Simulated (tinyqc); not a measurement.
Thickness from the minima: X-ray reflectivity of a thin film on silicon: critical angles, Parratt recursion, fringes and roughness. Computed by tinyqc, a small Python program. Command: `OMP_NUM_THREADS=1 python tinyqc.py 3120802 3120803 out.jsonl xrr walk`. One thread of a shared host (Intel(R) Xeon(R) Processor @ 2.30GHz), about 0.01 s of CPU time with the checks.

n = 1 - delta + i beta; the classical electron radius is r_e = 2.8179403e-6 nm. Layer 0 is vacuum, 1 the film, 2 the substrate.

Inputs (values chosen for the exercise, modelled on TiN on silicon, copper K-alpha radiation):
```
quantity                                        value     unit
wavelength lambda                             0.15406       nm
film density rho                                 5.37   g/cm^3
effective electrons per unit mass, film         0.471    mol/g
beta/delta, film                                0.077        -
film thickness d                                 24.3       nm
roughness of the surface sigma_1                 0.36       nm
roughness of the interface sigma_2               0.23       nm
substrate density                                2.33   g/cm^3
effective electrons per unit mass, substrate    0.507    mol/g
beta/delta, substrate                           0.023        -
grazing angle theta                              1.48  degrees
```

Constants: N_A = 6.02214076e+23 1/mol.

Method:
- delta = r_e lambda^2 rho_e/(2 pi), rho_e = density x electrons per mass x N_A; critical angle sqrt(2 delta), q_c = 4 sqrt(pi r_e rho_e).
- k_j = (2 pi/lambda) sqrt(sin^2 theta - 2 delta_j + 2 i beta_j); r_ij = (k_i - k_j)/(k_i + k_j) x exp(-2 k_i k_j sigma^2) (Nevot-Croce); r = (r_01 + r_12 p)/(1 + r_01 r_12 p), p = exp(2 i k_1 d); R = |r|^2.
- Far above the critical angle the period is d theta = lambda/(2 d), or 2 pi/d in q; the envelope runs between (|r_01| - |r_12 p|)^2 and (|r_01| + |r_12 p|)^2; contrast = 2 a b/(a^2 + b^2) with a = |r_01|, b = |r_12 p|; roughness factors on the amplitudes are about exp(-q^2 sigma^2/2).
- Minima of R theta^4 are located on 6001 points over 7.5 periods, from 1.15 times the larger critical angle. With refraction, sin^2(theta_m) = 2 delta + m^2 (lambda/(2 d))^2, m integer or half-integer; the first six minima are used, and the first order is the one that minimises the largest residual of the least-squares line plus the distance of its intercept from 2 delta. Without refraction, d = lambda/(2 x mean step of sin theta).

Constants:
```
layer      rho_e (1/nm^3)        delta         beta  critical angle (degrees)  q_c (1/nm)
film              1523.16  1.62135e-05  1.24844e-06                  0.326270    0.464487
substrate          711.40  7.57263e-06  1.74170e-07                  0.222977    0.317437
```

period in theta = 0.181625 degrees

Minima:
```
order m  theta (degrees)  sin^2 theta
1                 0.3759   4.3040e-05
2                 0.4901   7.3163e-05
3                 0.6368   1.2350e-04
4                 0.7979   1.9394e-04
5                 0.9666   2.8460e-04
6                 1.1392   3.9525e-04
```

d with refraction = 24.281 nm

d without refraction = 28.914 nm

Against d = 24.3 nm the errors are -0.08 % with and +18.99 % without refraction. The orders are integers, as r_01 and r_12 have opposite signs for a film denser than the substrate.

Extremes, crossings and ranges named in words are read from the listed rows.
